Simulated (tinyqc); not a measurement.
## Bandgap voltage reference from two bipolar transistors: effect of the temperature coefficient of both resistors

Two transistors of area 1 and N carry the same current I. Is(T) = Is (T/T0)^eta exp[(Vg0 q/kB)(1/T0 - 1/T)], VBE1 = Vt ln(I/Is(T)) + I rb, VBE2 = Vt ln(I/(N Is(T))) + I rb/N. The amplifier forces I R1(T) = VBE1 - VBE2 + Vos, with R(T) = R (1 + tc (T - T0)) for both resistors, and the output is Vref = VBE1 + I R2(T). Base currents and the Early effect are neglected.

Vt = kB T/q; I = (Vt ln N + Vos)/(R1(T) - rb (1 - 1/N)). Box coefficient: span of Vref between 233 and 398 K over its average over T and over 165 K. The last column is the R2 that gives zero slope at T0.

Inputs (values chosen for the exercise); values of the order met in silicon bipolar transistors: reference temperature T0 = 298 K; band-gap voltage extrapolated to 0 K Vg0 = 1.192 V; temperature exponent of the saturation current eta = 3.5; saturation current of the unit transistor at T0 Is = 4.2e-17 A; area ratio of the second transistor N = 4; resistor across which the difference of VBE falls, at T0 R1 = 14 kohm; offset of the amplifier Vos = 0 mV; series resistance of the unit transistor rb = 0 ohm; output resistor at T0 R2 = 234.6 kohm.

Constants: q = 1.602176634e-19 C, kB = 1.380649e-23 J/K. Results are converted to the units shown.

Result of one run:

| tc (ppm/K) | I at T0 (uA) | Vref at T0 (V) | slope at T0 (uV/K) | box coefficient (ppm/K) | R2 for zero slope (kohm) |
|---|---|---|---|---|---|
| 1000 | 2.543 | 1.234 | -99.88 | 90.95 | 246.3 |

What becomes of these results when the temperature coefficient of both resistors tc is changed from 1000 to 0 ppm/K, all else the same?

Result of the changed run:

| tc (ppm/K) | I at T0 (uA) | Vref at T0 (V) | slope at T0 (uV/K) | box coefficient (ppm/K) | R2 for zero slope (kohm) |
|---|---|---|---|---|---|
| 0 | 2.543 | 1.234 | -74.20 | 68.18 | 243.3 |

The whole series:

| tc (ppm/K) | I at T0 (uA) | Vref at T0 (V) | slope at T0 (uV/K) | box coefficient (ppm/K) | R2 for zero slope (kohm) |
|---|---|---|---|---|---|
| -2000 | 2.543 | 1.234 | -22.85 | 18.50 | 237.3 |
| -1000 | 2.543 | 1.234 | -48.53 | 44.16 | 240.3 |
| 0 | 2.543 | 1.234 | -74.20 | 68.18 | 243.3 |
| 1000 | 2.543 | 1.234 | -99.88 | 90.95 | 246.3 |
| 2000 | 2.543 | 1.234 | -125.6 | 112.8 | 249.3 |
| 3000 | 2.543 | 1.234 | -151.2 | 134.1 | 252.3 |

As tc goes from -2000 to 3000, Vref stays at 1.234 V and the box coefficient rises from 18.5 to 134 ppm/K.

tinyqc, about 0.02 s, one thread, Intel Xeon 2.30GHz (shared host): `OMP_NUM_THREADS=1 python tinyqc.py 2062019 2062020 out.jsonl`
